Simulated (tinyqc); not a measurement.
Inside a calculation: Slater-Koster d bands of a bcc metal. Values are carried at full precision from step to step, so a last printed digit may differ when a step is redone from the rounded ones.

Slater-Koster d bands. For a bond with direction cosines (l, m, n) the 5 x 5 block is dds Ps + ddp Pp + ddd (1 - Ps - Pp), the projectors on sigma, pi and delta states about the bond; for instance <xy|xy> = 3 l^2 m^2 dds + (l^2 + m^2 - 4 l^2 m^2) ddp + (n^2 + l^2 m^2) ddd, <xy|yz> = 3 l m^2 n dds + l n (1 - 4 m^2) ddp + l n (m^2 - 1) ddd and <3z2-r2|3z2-r2> = (n^2 - (l^2 + m^2)/2)^2 dds + 3 n^2 (l^2 + m^2) ddp + (3/4)(l^2 + m^2)^2 ddd. H(k) sums the blocks times cos(k.R) over the neighbours; the d level is the zero of energy; k in 2 pi/a.

Inputs chosen for the exercise (of the size met in Nb; the results hold for these values, not for the real material): dds = -1.304 eV (dd sigma); ddp = 0.613 eV (dd pi); ddd = -0.13 eV (dd delta); f2 = 0.487 (factor on all three integrals for second neighbours); Es = 3.3 eV (s level); sss = -1.24 eV (ss sigma); sds = -0.87 eV (sd sigma); k = (0.81, 0.31, 0.32) 2 pi/a (wave vector); Nd = 4 (d electrons per atom).

## The block of one bond

Direction (1,1,1)/sqrt3; its eigenvalues must be dds once, ddp twice and ddd twice.

block (eV):
```
             xy       yz       zx    x2-y2   3z2-r2
xy      -0.3562  -0.4739  -0.4739        0  -0.2860
yz      -0.4739  -0.3562  -0.4739  -0.2477   0.1430
zx      -0.4739  -0.4739  -0.3562   0.2477   0.1430
x2-y2         0  -0.2477   0.2477   0.3653        0
3z2-r2  -0.2860   0.1430   0.1430        0   0.3653
```

## Levels at Gamma

Neighbours: eight at (a/2)(1,1,1) and equivalents, and six at a(1,0,0) and equivalents with the integrals times f2.

Summing the blocks at k = 0 gives E(t2g) = (8/3) dds + (16/9) ddp + (32/9) ddd + f2 (4 ddp + 2 ddd), E(eg) = (16/3) ddp + (8/3) ddd + f2 (3 dds + 3 ddd).

levels (eV): t2g (threefold) -1.7823, eg (twofold) 0.8276

The t2g level lies lower, by 2.6099 eV.

## The Hamiltonian at one k

An s orbital at Es couples to nearest neighbours alone: <s|s> = sss, <s|xy> = sqrt3 l m sds (cyclic), <s|x2-y2> = (sqrt3/2)(l^2 - m^2) sds, <s|3z2-r2> = (n^2 - (l^2 + m^2)/2) sds.

Sum over the neighbours.

H(k) (eV):
```
              s       xy       yz       zx    x2-y2   3z2-r2
s        5.7711   1.0010  -2.3209   1.0719        0        0
xy       1.0010   0.7638   1.0113  -2.1896        0   0.5699
yz      -2.3209   1.0113   0.1893   0.9444  -1.1444   0.6607
zx       1.0719  -2.1896   0.9444   0.7221  -0.5285  -0.3051
x2-y2         0        0  -1.1444  -0.5285  -0.6741   0.3645
3z2-r2        0   0.5699   0.6607  -0.3051   0.3645  -0.1873
```

## Levels and character

Diagonalise H; t2g is xy, yz, zx and eg the other two.

levels (eV): -3.0381  -1.4994  -0.1607  1.4463  3.1010  6.7357

weights:
```
     band 1  band 2  band 3  band 4  band 5  band 6
s     0.077   0.000   0.000   0.040   0.000   0.883
t2g   0.872   0.288   0.052   0.726   0.948   0.115
eg    0.052   0.712   0.948   0.234   0.052   0.002
```

## Levels at points of symmetry

Coordinates: G (0, 0, 0), H (1, 0, 0), N (0.5, 0.5, 0), P (0.5, 0.5, 0.5); the others lie half way.

Levels (eV):
```
k        band 1  band 2  band 3  band 4  band 5  band 6
G        -6.620  -1.782  -1.782  -1.782   0.828   0.828
G-H 0.5  -1.842  -0.127  -0.127   0.445   1.321   3.300
H        -5.018  -5.018   3.917   3.917   3.917  13.220
N        -4.616  -3.664   0.302   1.842   3.918   5.848
P        -1.068  -1.068  -1.068   2.095   2.095   3.300
P-G 0.5  -2.617  -2.617  -1.901   1.302   1.302   3.367
G-N 0.5  -3.783  -2.723  -0.422   1.068   1.185   1.335
```

On these points the bands run from -6.620 (G) to 13.220 eV (H).

## Second moment and the rectangular band

mu2 = z (dds^2 + 2 ddp^2 + 2 ddd^2)/5 per orbital, with z = 8 + 6 f2^2. A rectangular band with the same mu2 has width W = sqrt(12 mu2), Fermi level W (Nd/10 - 1/2) and bond energy -W Nd (10 - Nd)/20 (Friedel).

mu2 = 4.6847 eV^2
W = 7.4977 eV
Fermi level = -0.7498 eV
bond energy per atom = -8.9973 eV

The bond energy is the attractive part alone; the repulsion between atoms, left out, cancels a large share of it in the cohesive energy.

## Checks

- Levels at Gamma from the formulas against H(0): they agree to 1e-10 or better.
- Second moment from the formula against the mean square level on the mesh: both 4.68466.

Computed by tinyqc, a small Python program: `OMP_NUM_THREADS=1 python tinyqc.py 1452884 1452885 out.jsonl` (the numbers bound the seed that draws the inputs); one thread of a shared host (Intel(R) Xeon(R) Processor @ 2.30GHz), about 0.05 s for the whole set of steps.
